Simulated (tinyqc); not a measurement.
Worked calculation: UHF in the sto-3g basis, for H3, spin multiplicity 2. This run ends on a higher stationary point, not on the lowest solution. Computed by tinyqc, a small Python program that keeps every step (integrals from PySCF). Settings: charge = 0, multiplicity = 2, basis = sto-3g, energy threshold = 1e-10, iteration cap = 53, orthogonalisation = symmetric, start = core, DIIS depth = 0, damping = 0.2, method = UHF. Command: `OMP_NUM_THREADS=1 python tinyqc.py 24901 24902 out.jsonl` (the two numbers bound the seeds that draw the settings). One thread of a shared host (Intel(R) Xeon(R) Processor @ 2.60GHz), about 0.1 s of CPU time with the checks.

Geometry (angstrom):
```
atom         x         y         z
H     0.000000  0.000000  0.000000
H     0.000000  0.000000  1.273000
H     0.000000  1.212000  0.636000
```

Stop when the energy changes by less than 1e-10 hartree and every element of the error matrix X^T (F D S - S D F) X (for each spin) is below 3e-06.

Course of the cycle:
```
iteration  E (hartree)     change  largest element of the error matrix
1          -1.36288196          -                             6.85e-02
2          -1.37429076  -1.14e-02                             3.58e-02
3          -1.37874952  -4.46e-03                             1.86e-02
4          -1.38022117  -1.47e-03                             9.69e-03
5          -1.38067046  -4.49e-04                             5.06e-03
6          -1.38080203  -1.32e-04                             2.67e-03
7          -1.38083987  -3.78e-05                             1.43e-03
8          -1.38085101  -1.11e-05                             8.03e-04
9          -1.38085484  -3.82e-06                             4.86e-04
10         -1.38085688  -2.04e-06                             5.51e-04
11         -1.38085876  -1.88e-06                             6.33e-04
12         -1.38086103  -2.27e-06                             7.28e-04
13         -1.38086398  -2.95e-06                             8.38e-04
14         -1.38086788  -3.90e-06                             9.65e-04
...                ...        ...                                  ...
40         -1.39217545  -1.41e-03                             1.70e-02
41         -1.39351234  -1.34e-03                             1.63e-02
42         -1.39471412  -1.20e-03                             1.53e-02
43         -1.39574221  -1.03e-03                             1.39e-02
44         -1.39658103  -8.39e-04                             1.24e-02
45         -1.39723604  -6.55e-04                             1.08e-02
46         -1.39772763  -4.92e-04                             9.29e-03
47         -1.39808392  -3.56e-04                             7.84e-03
48         -1.39833446  -2.51e-04                             6.52e-03
49         -1.39850617  -1.72e-04                             5.36e-03
50         -1.39862136  -1.15e-04                             4.36e-03
51         -1.39869727  -7.59e-05                             3.52e-03
52         -1.39874657  -4.93e-05                             2.83e-03
53         -1.39877822  -3.16e-05                             2.26e-03
```

Can the last value be used, and what does the course show?

Not by the stop rule. Not converged within the cap of 53 iterations: the residual falls steadily but slowly, by a factor of about 0.84 a step. Reruns (cap 100 unless said): DIIS 8: converged in 7 to a higher stationary point; damping 0.5: not converged; level shift 0.5: not converged; atomic densities as start, DIIS 8: converged in 9 to a higher stationary point; the original settings with a cap of 400: converged in 81. PySCF UHF in the same basis, after a stability check = -1.39871438 hartree.
